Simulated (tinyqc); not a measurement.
Width of the well: optical transitions of a finite quantum well.

Each carrier sees a square well of width L with its own depth V and masses m (inside), mb (outside); c = hbar^2/2m0, k = sqrt(m E/c), kappa = sqrt(mb (V - E)/c), and level n solves k L + 2 atan[(k/m)/(kappa/mb)] = n pi. The envelope is cos(kz) for odd n and sin(kz) for even n inside, joins exp(-kappa (|z| - L/2)) outside, and is normalised to 1. Excitons and band mixing are left out.

Constants: hbar^2/2m0 = 3.80998211 eV angstrom^2; hc = 1239.841984 eV nm.

Parameters, chosen for this exercise (near those of a GaAs well in AlGaAs; the results hold for these values, not for the real material): Eg = 1.502 eV (gap of the well); Vc = 0.13 eV (conduction offset); Vv = 0.071 eV (valence offset); me = 0.0662 m0 (electron, well); meb = 0.0803 m0 (electron, barrier); mh = 0.336 m0 (heavy hole along z, well); mhb = 0.389 m0 (heavy hole, barrier); ml = 0.0876 m0 (light hole along z, well); mlb = 0.1129 m0 (light hole, barrier); Ls = (36, 60, 70, 92, 121, 145, 227) angstrom (widths).

Edge wavelength hc/(Eg + e1 + hh1), squared e1-hh1 overlap, lh1 - hh1, and the 1-2 intersubband energy with f_12 = (m1/c) E12 z_12^2, 1/m1 = <1|1/m|1> (dash: e2 unbound).

Results:

| L (angstrom) | edge (nm) | overlap^2 | lh1 - hh1 (meV) | E12 (meV) | f_12 |
|---|---|---|---|---|---|
| 36 | 772.6 | 0.9215 | 18.8 | - | - |
| 60 | 792.4 | 0.9576 | 16.0 | - | - |
| 70 | 797.6 | 0.9655 | 14.4 | 88.1 | 0.496 |
| 92 | 805.6 | 0.9766 | 11.4 | 77.1 | 0.969 |
| 121 | 811.9 | 0.9845 | 8.5 | 57.1 | 0.986 |
| 145 | 815.0 | 0.9884 | 6.8 | 44.8 | 0.979 |
| 227 | 820.4 | 0.9945 | 3.6 | 22.6 | 0.967 |

The edge tunes from 773 to 820 nm, towards hc/Eg = 825 nm, while the overlap goes from 0.921 to 0.994. e2 binds at L = pi sqrt(c/(me Vc)) = 66.1 angstrom; f_12 starts from zero there and is 0.496 at 70 angstrom, the rest going to the continuum; among the widths listed it peaks at 0.986 (121 angstrom) and is 0.967 in the widest well, against 0.961 for hard walls.

(tinyqc, `OMP_NUM_THREADS=1 python tinyqc.py 1282097 1282098 out.jsonl`, Intel(R) Xeon(R) Processor @ 2.30GHz, 1 thread, shared host, about 0.1 s.)
